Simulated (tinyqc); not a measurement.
Haynes-Shockley experiment: drift, diffusion and decay of a minority-carrier pulse: one step, computed by the program tinyqc. Command: `OMP_NUM_THREADS=1 python tinyqc.py 3110777 3110778 out.jsonl haynes walk`. One thread of a shared host (Intel(R) Xeon(R) Processor @ 2.30GHz), about 0.02 s of CPU time with the checks.

A thin sheet of excess carriers is made at x = 0, t = 0 in a long uniform bar; injection is low, so the pulse moves with the minority mobility.

Question. Simple reading of the pulse. With w the full width at half maximum: mu = d/(F t_p); D = (w d)^2/(16 ln2 t_p^3); Einstein ratio D/mu against k_B T/e.

Inputs (values chosen for the exercise, modelled on holes in n-type silicon in a lightly doped bar): minority mobility mu = 402 cm^2/(V s); temperature T = 330 K; field F = 7.8 V/cm; distance d to the collector = 0.62 cm.

time of the peak t_p = 191.1251 microsecond

width at half maximum = 48.21888 microsecond

D = 11.43175 cm^2/s

Constants: k_B = 8.617333262e-05 eV/K.

Give: apparent mobility; apparent D; apparent D/mu; error of mu; error of D.

Answer.

apparent mobility = 415.9 cm^2/(V s)

apparent D = 11.54 cm^2/s

apparent D/mu = 27.75 mV

error of mu = 3.455 %

error of D = 0.9732 %
